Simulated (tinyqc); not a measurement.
Scattering of inversion-layer electrons by surface optical phonons of the gate insulator (remote phonon scattering): one step, computed by the program tinyqc.

One subband with the Fang-Howard envelope; insulator and channel are half-spaces, the gate is far away, and an interlayer only moves the polar surface away by t (its own modes and its permittivity contrast are left out).

Task: Surface modes and strengths. eps(w) = eps_inf + (eps_0s - eps_i) w1^2/(w1^2 - w^2) + (eps_i - eps_inf) w2^2/(w2^2 - w^2). Surface modes solve eps(w) + eps_s = 0, a quadratic in w^2; the strength of a mode is g = 2/(w d eps/dw). Occupation N = 1/(exp(hbar w/(k_B T)) - 1).

Inputs (values chosen for the exercise, modelled on HfO2 on silicon):
```
quantity,value,unit
static constant of the insulator eps_0s,22.2,-
intermediate constant eps_i,6.68,-
optical constant eps_inf,5.04,-
hbar omega_TO1,12.4,meV
hbar omega_TO2,48.3,meV
constant of the channel eps_s,11.7,-
temperature T,400,K
```

Constants: k_B = 8.617333262e-05 eV/K.

Give: hbar omega_SO; strengths g; occupations N; hbar omega g (2 N + 1).

Result:

hbar omega_SO (meV): 1 16.79, 2 50.75

strengths g: 1 0.02429, 2 0.00595

occupations N: 1 1.593, 2 0.298

hbar omega g (2 N + 1) (meV): 1 1.708, 2 0.482

The lower mode has the larger hbar omega g N, the prefactor of absorption before the dependence on q: 0.650 and 0.0898 meV.
